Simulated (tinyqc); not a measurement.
## Subthreshold parameters from three currents

Problem. Far below threshold and for Vds well above Vt the virtual-source current tends to I = Cinv n Vt vx0 exp((Vgs - VT0 + dl Vds + al Vt)/(n Vt)) per width, with constant n; the three currents follow this limit. Find n, dl and VT0.

Values chosen for this exercise:

| symbol | value | unit | meaning |
|---|---|---|---|
| T | 250 | K | temperature |
| Cinv | 3.57 | uF/cm^2 | inversion capacitance |
| vx0 | 5.19e6 | cm/s | velocity at the virtual source |
| al | 3.5 |  | threshold shift (in units of Vt) from weak to strong inversion |

Constants: q = 1.602176634e-19 C, kB = 1.380649e-23 J/K, Vt = kB T/q. Results are converted to the units shown.

I at (Vgs, Vds) = (-0.2, 0.3), (-0.09, 0.3) and (-0.2, 0.8) V (nA/um): 0.086457486  2.2347272  1.5216050

Solution. The first two currents differ in Vgs alone and give n; the first and third differ in Vds alone and give dl; the size of the first then gives VT0.

n = 1.570
dl = 0.1940 V/V
VT0 = 0.3900 V

Numbers from tinyqc (`OMP_NUM_THREADS=1 python tinyqc.py 2380059 2380060 out.jsonl`; about 0.01 s on one thread of a shared Intel Xeon 2.30GHz).
